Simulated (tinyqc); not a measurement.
Inside a calculation: two electrons on one impurity (helium-like model). Values are carried at full precision from step to step, so a last printed digit may differ when a step is redone from the rounded ones.

Units Ha* = 2 Ry m/eps^2 and a* = a0 eps/m. One electron is bound by Z^2/2. Two electrons in the singlet built from exp(-a r) and exp(-b r): S = 8 (ab)^(3/2)/(a + b)^3, h_aa = a^2/2 - Z a, h_bb alike, h_ab = S (ab/2 - Z (a + b)/2), J = ab (a^2 + 3ab + b^2)/(a + b)^3, K = 20 (ab)^3/(a + b)^5, E = (h_aa + h_bb + 2 S h_ab + J + K)/(1 + S^2). For a = b this is a^2 - 2 Z a + 5a/8. Real double donors are deeper, since the central cell is left out.

Constants: Ry = 13.60569312 eV; a0 (Bohr radius) = 0.5291772105 angstrom.

Inputs chosen for the exercise (near those of impurities in cubic GaN; the results hold for these values, not for the real material):
- m = 0.207 m0 (one mean mass)
- eps = 9.4 (dielectric constant)
- Z = 2 (effective charge (1: D- centre, 2: double donor; other values mimic a central cell))
- ab = (2.35, 1.21) 1/a* (trial exponents a, b)

## Units and equal orbitals

Give Ha*, a*, the best common exponent Z - 5/16, E = -(Z - 5/16)^2, and the binding of the second electron -Z^2/2 - E.

Ha* = 63.748 meV
a* = 24.03 angstrom
exponent = 1.6875
E with equal orbitals = -2.84766 Ha*
binding of the second electron = 54.04 meV

The first electron is bound by 127.5 meV, 2.36 times as much as the second.

## Unequal orbitals

Evaluate the integrals and E.

S, h_aa, h_bb, h_ab, J, K: 0.85020  -1.93875  -1.68795  -1.81793  0.97794  0.80415

E = -2.86493 Ha*

This lies 0.0173 Ha* below the best equal-orbital value -(Z - 5/16)^2.

## The minimum over a and b

Give a, b, E, both binding energies and U, their difference.

a, b (1/a*): 2.183  1.189

E = -2.87566 Ha*

binding of the first and second electron (meV): 127.50  55.82

U = 71.67 meV

Letting one electron stay close and the other roam (decay lengths 11 and 20 angstrom) gains 1.79 meV. The exact value for Z = 2 is -2.90372, 1.79 meV lower.

## Checks

- Minimum for Z = 1 against the known -0.51330: both -0.51330.
- Minimum for Z = 2 against the known -2.87566: both -2.87566.

tinyqc: `OMP_NUM_THREADS=1 python tinyqc.py 1250489 1250490 out.jsonl`; about 0.03 s, one thread, shared Intel(R) Xeon(R) Processor @ 2.30GHz.
